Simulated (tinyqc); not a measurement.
Double-gate transistor below threshold, two-dimensional Poisson equation on a small mesh: two steps of the calculation.

Half of a symmetric double-gate structure: row 0 is the mid-plane of the body, where the normal field vanishes. Mobile charge is neglected (subthreshold), the body is fully depleted, and potentials are counted from the intrinsic level; rows run upward to the gate, columns from source to drain.

Values chosen for this exercise; semiconductor permittivity close to that of silicon: relative permittivity of the semiconductor eps_r = 11.5; relative permittivity of the insulator eox = 25; half the body thickness tb = 5 nm; insulator thickness tox = 7.2 nm; channel length L = 47 nm; acceptor density of the depleted body Na = 0 cm^-3.

Constants: q = 1.602176634e-19 C, eps0 = 8.8541878128e-14 F/cm where lengths are in cm. Results are converted to the units shown.

Problem 1. Coefficients of the five-point equations. Mesh: rows i = 0..3 in the semiconductor (step hs = tb/3, row 3 on the interface), then 1 step(s) ho = tox/1 up to the gate row 4; columns j = 0..6 (step hy = L/6). Box integration, divided by eps0: up_i = eps hy/h of the interval above row i, dn_i = that of the interval below (0 for row 0), lat_i = (sum of eps h/2 over the intervals above and below)/hy, s_i = -q Na w_i hy/eps0 with w_i the semiconductor height of the box (hs/2 for row 0 and the interface row, hs between, 0 in the insulator). Each free node obeys (up + dn + 2 lat) psi = up psi(above) + dn psi(below) + lat [psi(left) + psi(right)] + s.

Give: up; dn; lat; s.

Solution 1.

```
row     up     dn    lat  s (V)
0    54.05      0  1.223      0
1    54.05  54.05  2.447      0
2    54.05  54.05  2.447      0
3    27.20  54.05  12.71      0
```

Problem 2. Over-relaxation sweep (omega = 1.5). Free nodes: rows 0..3, columns 1..5, taken row by row from row 0, left to right. t = (up psi(above) + dn psi(below) + lat [psi(left) + psi(right)] + s)/(up + dn + 2 lat), with the newest neighbours; psi(new) = psi + 1.5 (t - psi).

psi after iteration 1 (V):
```
              j=0         j=1         j=2         j=3         j=4         j=5         j=6
row 0   0.5800000   0.6633330   0.7466670   0.8300000   0.9133330   0.9966670   1.0800000
row 1   0.5800000   0.6633331   0.7466669   0.8300000   0.9133331   0.9966669   1.0800000
row 2   0.5800000   0.6633331   0.7466669   0.8300000   0.9133331   0.9966669   1.0800000
row 3   0.5800000   0.3331442   0.3255814   0.3607945   0.4036544   0.4478812   1.0800000
row 4  -0.2000000  -0.2000000  -0.2000000  -0.2000000  -0.2000000  -0.2000000  -0.2000000
```

```
row         up     dn        lat  s (V)
0        54.05      0  1.2234043      0
1        54.05  54.05  2.4468085      0
2        54.05  54.05  2.4468085      0
3    27.199074  54.05  12.712766      0
```

Give: psi after iteration 2.

Solution 2.

psi after iteration 2 (V):
```
           j=0      j=1      j=2      j=3      j=4      j=5      j=6
row 0   0.5800   0.6633   0.7467   0.8300   0.9133   0.9967   1.0800
row 1   0.5800   0.6633   0.7467   0.8300   0.9133   0.9967   1.0800
row 2   0.5800   0.4264   0.4368   0.4833   0.5364   0.5907   1.0800
row 3   0.5800   0.2429   0.2006   0.2184   0.2484   0.3860   1.0800
row 4  -0.2000  -0.2000  -0.2000  -0.2000  -0.2000  -0.2000  -0.2000
```

tinyqc, about 0.09 s, one thread, Intel Xeon 2.30GHz (shared host): `OMP_NUM_THREADS=1 python tinyqc.py 2480020 2480021 out.jsonl`
